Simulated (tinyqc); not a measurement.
# Undoped symmetric double-gate MOSFET, analytic potential model: effect of the insulator thickness

An undoped body of thickness ts between two equal insulators and tied gates; long channel, electrons only, n = ni exp((psi - V)/Vt) with V the quasi-Fermi potential (0 at the source, Vd at the drain), constant mobility, no quantisation. Across the body psi(x) = V - 2 Vt ln[(ts/(2 beta)) sqrt(q ni/(2 eps0 eps_r Vt)) cos(2 beta x/ts)], x from the centre. Q is the electron charge per area of the whole body.

ni = sqrt(Nc Nv) exp(-Eg/(2 Vt)), Eg in volts; r = eps_r tox/(eox ts); V0 = dphi + 2 Vt ln[(2/ts) sqrt(2 eps0 eps_r Vt/(q ni))]. beta (between 0 and pi/2) solves (Vg - V0 - V)/(2 Vt) = ln(beta) - ln(cos beta) + 2 r beta tan(beta). Q = 8 eps0 eps_r Vt beta tan(beta)/ts; I = mu (1/L)(4 eps0 eps_r/ts)(2 Vt)^2 [g(beta_s) - g(beta_d)] per width, g = beta tan(beta) - beta^2/2 + r beta^2 tan^2(beta), with beta_s at V = 0 and beta_d at V = Vd.  I(low) is taken at Vg = 0.49 V, Qs and I(high) at Vg = 1.24 V.

Parameters, values chosen for the exercise; material values close to those of gallium arsenide:
```
symbol    value        unit                                             meaning
T           250           K                                         temperature
Eg         1.44          eV                                            band gap
eps_r      12.8                      relative permittivity of the semiconductor
Nc      3.31e17       cm^-3              conduction-band density of states at T
Nv      6.82e18       cm^-3                 valence-band density of states at T
eox        9.14                     relative permittivity of the gate insulator
ts           20          nm                                      body thickness
dphi       0.05           V  gate work function less that of the intrinsic body
mu          730  cm^2/(V s)                                    channel mobility
L           0.1          um                                         gate length
Vd            1           V                                       drain voltage
```

Constants: q = 1.602176634e-19 C, kB = 1.380649e-23 J/K, Vt = kB T/q, eps0 = 8.8541878128e-14 F/cm where lengths are in cm. Results are converted to the units shown.

The same in every row: V0 (V) = 0.7356.

Effect of the insulator thickness:
```
tox (nm)  I(low) (nA/um)  Qs(high) (nC/cm^2)  I(high) (uA/um)
1                 0.1716                5369             8152
1.5               0.1716                3746             5890
2.1               0.1716                2775             4485
3.1               0.1716                1958             3262
4.5               0.1716                1401             2398
6.4               0.1716                1019             1788
9.3               0.1716               726.1             1304
```

As tox goes from 1 to 9.3 nm, I(low) stays near 0.172 nA/um and I(high) falls from 8150 to 1300 uA/um. On average I(low) is independent of tox and I(high) goes as tox^(-0.82). Below threshold no voltage drops over the insulator in this long-channel model, so its thickness does not matter there. In every row the surface density at the source at the higher gate voltage passes 0.3 Nc, where Boltzmann statistics fail. In every row mu V/L at the higher gate voltage, with V the smaller of Vd and Vg - V0, passes 3e6 cm/s, so velocity saturation would lower the current. For tox = 6.4 to 9.3 nm L is under three scale lengths of this cross-section, so short-channel effects, left out here, would raise the subthreshold current.

Computed by the program tinyqc: `OMP_NUM_THREADS=1 python tinyqc.py 2440126 2440127 out.jsonl`, one thread of a shared Intel Xeon 2.30GHz, about 0.01 s for the whole run.
